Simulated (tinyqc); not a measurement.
Inside a calculation. Method: Hueckel theory of the pi electrons, for the molecule [CH2]c1ccccc1 (SMILES; centres numbered as the heavy atoms are written). One step of it, computed by the program tinyqc.

Question. Orbitals. Diagonalise; E = alpha + x beta with beta < 0, so the largest x are filled first; degenerate levels share their electrons. P = sum n_i c_ri c_si; each orbital has its largest coefficient positive (the first on a tie).

Hueckel matrix in units of beta (H = alpha + beta A), order 1C, 2C, 3C, 4C, 5C, 6C, 7C:
$$\begin{pmatrix}
0.000000 & 1.000000 & 0.000000 & 0.000000 & 0.000000 & 0.000000 & 0.000000 \\
1.000000 & 0.000000 & 1.000000 & 0.000000 & 0.000000 & 0.000000 & 1.000000 \\
0.000000 & 1.000000 & 0.000000 & 1.000000 & 0.000000 & 0.000000 & 0.000000 \\
0.000000 & 0.000000 & 1.000000 & 0.000000 & 1.000000 & 0.000000 & 0.000000 \\
0.000000 & 0.000000 & 0.000000 & 1.000000 & 0.000000 & 1.000000 & 0.000000 \\
0.000000 & 0.000000 & 0.000000 & 0.000000 & 1.000000 & 0.000000 & 1.000000 \\
0.000000 & 1.000000 & 0.000000 & 0.000000 & 0.000000 & 1.000000 & 0.000000
\end{pmatrix}$$

pi electrons, sum of z_r less the charge = 7

Give: x values; occupations; coefficients; charge and bond-order matrix P.

Answer.

x values: [2.1010, 1.2593, 1.0000, 0.0000, -1.0000, -1.2593, -2.1010]

occupations: [2.0000, 2.0000, 2.0000, 1.0000, 0.0000, 0.0000, 0.0000]

coefficients, order 1C, 2C, 3C, 4C, 5C, 6C, 7C:
$$\begin{pmatrix}
0.2380 & -0.3971 & 0.0000 & 0.7559 & 0.0000 & -0.3971 & -0.2380 \\
0.5000 & -0.5000 & 0.0000 & 0.0000 & 0.0000 & 0.5000 & 0.5000 \\
0.4063 & -0.1163 & 0.5000 & -0.3780 & 0.5000 & -0.1163 & -0.4063 \\
0.3536 & 0.3536 & 0.5000 & 0.0000 & -0.5000 & -0.3536 & 0.3536 \\
0.3366 & 0.5615 & 0.0000 & 0.3780 & 0.0000 & 0.5615 & -0.3366 \\
0.3536 & 0.3536 & -0.5000 & 0.0000 & 0.5000 & -0.3536 & 0.3536 \\
0.4063 & -0.1163 & -0.5000 & -0.3780 & -0.5000 & -0.1163 & -0.4063
\end{pmatrix}$$

charge and bond-order matrix P, order 1C, 2C, 3C, 4C, 5C, 6C, 7C:
$$\begin{pmatrix}
1.0000 & 0.6350 & 0.0000 & -0.1125 & 0.0000 & -0.1125 & 0.0000 \\
0.6350 & 1.0000 & 0.5226 & 0.0000 & -0.2250 & 0.0000 & 0.5226 \\
0.0000 & 0.5226 & 1.0000 & 0.7050 & 0.0000 & -0.2950 & 0.0000 \\
-0.1125 & 0.0000 & 0.7050 & 1.0000 & 0.6350 & 0.0000 & -0.2950 \\
0.0000 & -0.2250 & 0.0000 & 0.6350 & 1.0000 & 0.6350 & 0.0000 \\
-0.1125 & 0.0000 & -0.2950 & 0.0000 & 0.6350 & 1.0000 & 0.7050 \\
0.0000 & 0.5226 & 0.0000 & -0.2950 & 0.0000 & 0.7050 & 1.0000
\end{pmatrix}$$
